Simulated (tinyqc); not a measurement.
Phonon transmission through an interface between two chains by Green functions: one step, computed by the program tinyqc.

Two semi-infinite chains (masses m_1, m_2; springs k_1, k_2), motion along the chain. The central region holds the end atom of each chain, joined by springs k_b. lambda = omega^2 in eV/(angstrom^2 u); nu = 15.6333042 THz x sqrt(lambda).

Question. Band tops and impedances. nu_max = 15.6333042 THz x 2 sqrt(k/m); impedance Z = sqrt(k m); long-wave transmission 4 Z_1 Z_2/(Z_1 + Z_2)^2; the probe frequency is the given share of the lower band top.

Inputs (values chosen for the exercise, for two model chains):

| quantity | value | unit |
|---|---|---|
| mass m_1 | 16.2 | u |
| spring k_1 | 6.96 | eV/angstrom^2 |
| mass m_2 | 93.8 | u |
| spring k_2 | 9.88 | eV/angstrom^2 |
| probe frequency / lower band top | 0.31 | - |

Atoms in the interlayer: none.

Constants: nu for 1 eV/(angstrom^2 u) = 15.6333042 THz.

Give: band top of chain 1; band top of chain 2; Z_1; Z_2; long-wave transmission; probe frequency.

Answer.

band top of chain 1 = 20.494 THz

band top of chain 2 = 10.147 THz

Z_1 = 10.618 sqrt(eV u)/angstrom

Z_2 = 30.442 sqrt(eV u)/angstrom

long-wave transmission = 0.76691

probe frequency = 3.1457 THz
